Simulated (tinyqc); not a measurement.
Grain growth, pinning, strength and diffusional creep of a polycrystal or thin film: one step, computed by the program tinyqc. Command: `OMP_NUM_THREADS=1 python tinyqc.py 3017103 3017104 out.jsonl grain walk`. One thread of a shared host (Intel(R) Xeon(R) Processor @ 2.30GHz), about 0.01 s of CPU time with the checks.

One mean grain size d describes the structure.

Problem. Grain size after the anneal. dd/dt = 2 M gamma (1/d - 1/d_lim) integrates to 2 M gamma t = d_lim (d0 - d) + d_lim^2 ln[(d_lim - d0)/(d_lim - d)]; without pinning d^2 = d0^2 + 4 M gamma t.

Inputs (values chosen for the exercise, modelled on nickel):

| quantity | value | unit |
|---|---|---|
| boundary energy gamma | 0.84 | J/m^2 |
| anneal temperature T | 834 | K |
| anneal time t | 71 | s |
| initial grain size d0 | 31 | nm |

mobility M = 8.600739e-17 m^4/(J s)

limit d_lim = 1876.369 nm

Give: size without pinning; grain size d.

Solution.

size without pinning = 146.6 nm

grain size d = 142.8 nm

Pinning holds d to 97 % of the free value.
